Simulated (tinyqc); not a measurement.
# Surface potential of a MOS transistor: implicit equation and explicit approximations, step by step

Computed by the program tinyqc: `OMP_NUM_THREADS=1 python tinyqc.py 2122110 2122111 out.jsonl`, one thread of a shared Intel Xeon 2.30GHz, about 0.01 s for the whole run. Printed values are rounded.

p-type body, charge-sheet picture, depletion and inversion only, full ionisation (an idealisation for deep acceptors), Boltzmann statistics (rough once Na exp(x - xn) passes about Nc/7). In units of Vt: xg = (Vg - Vfb)/Vt, x = psi/Vt, G = gamma/sqrt(Vt), xn = (2 phiF + Vc)/Vt. The implicit equation is (xg - x)^2 = G^2 [x - 1 + exp(x - xn)] for x above about 3. Cox = eps0 eox/tox.

Inputs (values chosen for the exercise); band and dielectric values close to those of silicon: temperature T = 400 K; band gap Eg = 1.11 eV; relative permittivity eps_r = 11.7; conduction-band density of states at T Nc = 4.34e19 cm^-3; valence-band density of states at T Nv = 4.05e19 cm^-3; relative permittivity of the gate insulator (close to silicon dioxide) eox = 3.9; insulator thickness tox = 1.4 nm; acceptor density Na = 1.2e18 cm^-3; flat-band voltage Vfb = -0.8 V; channel-body voltage Vc = 0.2 V; gate-body voltage Vg = 0.39 V.

Constants: q = 1.602176634e-19 C, kB = 1.380649e-23 J/K, Vt = kB T/q, eps0 = 8.8541878128e-14 F/cm where lengths are in cm. Results are converted to the units shown.

## Scales

ni = sqrt(Nc Nv) exp(-Eg/(2 Vt)), Eg in volts; phiF = Vt ln(Na/ni); gamma = sqrt(2 q eps0 eps_r Na)/Cox; VT = Vfb + Vt (xn + G sqrt(xn - 1)).

phiF = 0.4325112 V
gamma = 0.2558838 V^0.5
G = 1.378245
xn = 30.89768
VT = 0.5247858 V
xg = 34.52344

## Explicit approximation

Depletion value a = 1 + [sqrt(G^2/4 + xg - 1) - G/2]^2; inversion value b = xn + ln[(xg - xn)^2/G^2 - xn + 1] and first guess y = min(a, b) - ln(1 + exp(-|a - b|)) if a > xn + 1, else b = y = a; one second-order correction with D = exp(y - xn), p = 2 (xg - y) + G^2 (1 + D), w = (xg - y)^2 - G^2 (y - 1 + D): z = y + 2 w/(p + sqrt(p^2 - 2 (2 - G^2 D) w)), or the Newton step z = y + w/p where the root is not real.

a = 27.43694
b = 27.43694
y = 27.43694
p = 16.13222
w = -0.05965853
z = 27.43324

The root of the implicit equation is x = 27.4332; y misses it by 0.0037 and z by -3.1e-11, in units of Vt.

## Starting value

x = a rounded to two decimals.

x at the start = 27.44

## Iteration 1: new x

D = exp(x - xn), f = (xg - x)^2 - G^2 (x - 1 + D), f' = -2 (xg - x) - G^2 (1 + D), x(new) = x - f/f'.

D = 0.03150281
f = -0.1090342
f' = -16.12628
x after iteration 1 = 27.43324

## Iteration 2: new x

As before.

D = 0.03129053
f = 4.435008e-5
f' = -16.13940
x after iteration 2 = 27.43324

## Course of the iteration

Stop when the step is below 1e-11, or after 60 iterations.

Course of the iteration:
```
iteration  x before the step      step
1                      27.44  -6.76e-3
2                   27.43324   2.75e-6
3                   27.43324  4.51e-13
```

Converged in 3 iterations.

## Potential, charges and gate control

converged x = 27.43324

psi = Vt x; N_dep = Cox Vt G sqrt(x - 1)/q; N_inv = (Cox Vt G/q) [sqrt(x - 1 + exp(x - xn)) - sqrt(x - 1)]; dpsi/dVg = 1/[1 + G^2 (1 + exp(x - xn))/(2 (xg - x))].

psi = 0.9456055 V
N_dep = 3.760186e12 cm^-2
N_inv = 2.2249e9 cm^-2
dpsi/dVg = 0.8786202

psi lies 3.5 Vt below 2 phiF + Vc.
